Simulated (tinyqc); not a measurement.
From velocity at theta = 1 back to boundary layer delta: bottom-up copper filling of a trench by curvature-enhanced accelerator coverage. Computed by tinyqc, a small Python program. Command: `OMP_NUM_THREADS=1 python tinyqc.py 3031546 3031547 out.jsonl superfill inv`. One thread of a shared host (Intel(R) Xeon(R) Processor @ 2.30GHz), about 0.02 s of CPU time with the checks.

A rectangular trench keeps vertical walls and a flat floor. An accelerator floats on the surface; where area is lost in the corners it is passed on to the floor.

Inputs (values chosen for the exercise, close to those used for damascene copper plating): exchange current of the suppressed surface i_0 = 0.015 mA/cm^2; exchange current of the accelerated surface i_1 = 2.5 mA/cm^2; transfer coefficient alpha = 0.44; overpotential eta = 0.12 V; starting coverage theta_0 = 0.0052; cupric ion concentration C = 0.29 mol/l; diffusivity D = 3.5e-06 cm^2/s; temperature T = 298 K.

Constants: e = 1.602176634e-19 C; N_A = 6.02214076e+23 1/mol; k_B = 8.617333262e-05 eV/K.

Method. Kinetic current i_k = [i_0 (1 - theta) + i_1 theta] exp(alpha eta/(k_B T)), limit i_L = 2 F D C/delta, i = 1/(1/i_k + 1/i_L); velocity v = i Omega/(2F), Omega = 7.11 cm^3/mol, F = e N_A. Depletion inside the trench is ignored.

Problem. A run gave the result below. Find the boundary layer delta, known to lie between 59 and 97 um.

velocity at theta = 1 = 4.282493 nm/s

Solution.

Each step takes the trial c = (a f_b - b f_a)/(f_b - f_a), f being the result less the target and a, b, c the logarithms of the listed values; c replaces end b, the old b replaces a if the sign of f changed, and otherwise f_a is halved.

Scan of the range:
```
boundary layer delta (um)  velocity at theta = 1 (nm/s)
59.0                                            4.53179
64.1                                            4.39116
69.6                                            4.24896
75.7                                            4.10165
82.2                                            3.95552
89.3                                            3.80735
97.0                                            3.65872
```

False position (Illinois rule, in the logarithm of the input) inside the bracket:
```
step    end a    end b    trial  velocity at theta = 1 (nm/s)
1     64.1000  69.6000  68.2618                       4.28270
2     69.6000  68.2618  68.2700                       4.28249
3     69.6000  68.2700  68.2700                       4.28249
4     68.2700  68.2700  68.2700                       4.28249
```

velocity at theta = 1 falls at every point of a 13-point scan of the range (every second point is shown), so one value fits; it is bracketed by 64.1 and 69.6. Answer: boundary layer delta = 68.27 um.
